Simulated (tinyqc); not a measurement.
Band edges of strained Si(1-x)Ge(x) on relaxed Si(1-y)Ge(y): one step. Gap and offsets against the buffer. Three cases, with inputs chosen for the exercise.

Task: Buffer: Ev(y) and Ec = Ev(y) + min(ED, EL). dEc = Ec(buffer) - Ec(layer), dEv = Ev(layer) - Ev(buffer); positive values confine the carrier in the layer; type I if both have one sign.

Case 1.

Interpolated values (a in angstrom, C11, C12, C44 in GPa, all else in eV):
```
symbol       layer      buffer
a         5.565800    5.554650
Dso       0.192200    0.179850
av        1.726000    1.785500
b        -2.376000   -2.350500
d        -5.092000   -5.063500
C11     144.840000  146.695000
C12      53.940000   54.720000
C44      71.540000   72.220000
Ev        0.432000    0.396000
ED        0.968600    0.978300
EL        1.261000    1.325250
aD        1.456000    1.470500
aL       -2.860000   -2.870000
XuD       9.344000    9.342000
XuL      15.986000   16.045500
```

valley edges (eV): Delta x 1.390445, Delta y 1.390445, Delta z 1.390445, L [111] 1.726657, L [1-1-1] 1.686607, L [-11-1] 1.686607, L [-1-11] 1.686607

edges from the top (eV): [0.434778, 0.418949, 0.233548]

Case 2.

Interpolated values (a in angstrom, C11, C12, C44 in GPa, all else in eV):
```
symbol       layer      buffer
a         5.598361    5.546685
Dso       0.231880    0.175760
av        1.519800    1.809600
b        -2.441900   -2.333800
d        -5.131100   -5.032200
C11     136.292000  145.584000
C12      51.957000   55.614000
C44      70.222000   72.844000
Ev        0.485100    0.340200
ED        0.947197    0.982190
EL        1.031500    1.319000
aD        1.365700    1.501400
aL       -3.005800   -3.111600
XuD       9.614700    9.589400
XuL      15.385000   15.730000
```

valley edges (eV): Delta x 1.389226, Delta y 1.389226, Delta z 1.389226, L [111] 1.669708, L [1-1-1] 1.495139, L [-11-1] 1.495139, L [-1-11] 1.495139

edges from the top (eV): [0.500230, 0.438360, 0.216772]

Case 3.

Interpolated values (a in angstrom, C11, C12, C44 in GPa, all else in eV):
```
symbol       layer      buffer
a         5.666000    5.616440
Dso       0.289000    0.237550
av        1.220000    1.484600
b        -2.590000   -2.487100
d        -5.230000   -5.139700
C11     128.700000  136.617000
C12      48.200000   51.497000
C44      67.600000   69.952000
Ev        0.650000    0.513500
ED        0.930000    0.942621
EL        0.729000    1.002420
aD        1.430000    1.497200
aL       -2.530000   -2.601400
XuD       9.130000    9.067000
XuL      15.520000   15.578800
```

valley edges (eV): Delta x 1.504445, Delta y 1.504445, Delta z 1.644121, L [111] 1.393334, L [1-1-1] 1.393334, L [-11-1] 1.393334, L [-1-11] 1.393334

edges from the top (eV): [0.676274, 0.609040, 0.335638]

Give: gap of the strained layer; gap of the buffer; dEc; dEv.

Result:

Case 1.

gap of the strained layer = 0.9557 eV
gap of the buffer = 0.9783 eV
dEc = -0.0161 eV
dEv = 0.0388 eV

Type II: electrons collect in the buffer (16 meV) and holes in the layer (39 meV). The relaxed layer would have a gap of 0.969 eV, so strain has moved it by -13 meV. An offset this small is within the spread of published parameter sets, so the type is not settled by this model.

Case 2.

gap of the strained layer = 0.8890 eV
gap of the buffer = 0.9822 eV
dEc = -0.0668 eV
dEv = 0.1600 eV

Type II: electrons collect in the buffer (67 meV) and holes in the layer (160 meV). The relaxed layer would have a gap of 0.947 eV, so strain has moved it by -58 meV.

Case 3.

gap of the strained layer = 0.7171 eV
gap of the buffer = 0.9426 eV
dEc = 0.0628 eV
dEv = 0.1628 eV

Type I: electrons collect in the layer (63 meV) and holes in the layer (163 meV). The relaxed layer would have a gap of 0.729 eV, so strain has moved it by -12 meV.

Computed by tinyqc, one run a case: `OMP_NUM_THREADS=1 python tinyqc.py N N+1 out.jsonl` with N = 1081173, 1081396, 1081542; one thread of a shared Intel(R) Xeon(R) Processor @ 2.30GHz, about 0.03 s a run at most.
